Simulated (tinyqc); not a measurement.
Dopants and charged point defects at anneal temperature: Fermi-level effect, clustering and pairing: one step, computed by the program tinyqc. Command: `OMP_NUM_THREADS=1 python tinyqc.py 3001826 3001827 out.jsonl pairing walk`. One thread of a shared host (Intel(R) Xeon(R) Processor @ 2.30GHz), about 0.01 s of CPU time with the checks.

Boltzmann statistics and full ionisation of active dopants. Energies are counted from the valence band; the defect (a vacancy or self-interstitial) has five charge states, with all degeneracy factors one.

Task: The host at the anneal temperature. E_g = E_g0 - alpha T^2/(T + beta). N_c = 2 M_c (2 pi m_e k_B T/h^2)^(3/2) and N_v = 2 (2 pi m_h k_B T/h^2)^(3/2), masses in units of m_0. n_i = sqrt(N_c N_v) exp(-E_g/2 k_B T); E_i = E_g/2 + (k_B T/2) ln(N_v/N_c).

Inputs (values chosen for the exercise, with bands modelled on silicon):

| quantity | value | unit |
|---|---|---|
| gap at 0 K E_g0 | 1.17 | eV |
| Varshni alpha | 0.000464 | eV/K |
| Varshni beta | 646 | K |
| electron mass m_e | 0.337 | m_0 |
| valleys M_c | 6 | - |
| hole mass m_h | 0.803 | m_0 |
| anneal temperature T | 1030 | K |

Dopant: donor. Second part: pairing with a mobile impurity.

Constants: m_0 = 9.1093837015e-31 kg; k_B = 1.380649e-23 J/K; h = 6.62607015e-34 J s; k_B = 8.617333262e-05 eV/K.

Give: E_g; k_B T; n_i; E_i; effective density of states N_b of the majority band.

Result:

E_g = 0.87629 eV

k_B T = 0.088759 eV

n_i = 1.0535e+18 cm^-3

E_i = 0.41643 eV

effective density of states N_b of the majority band = 1.8739e+20 cm^-3
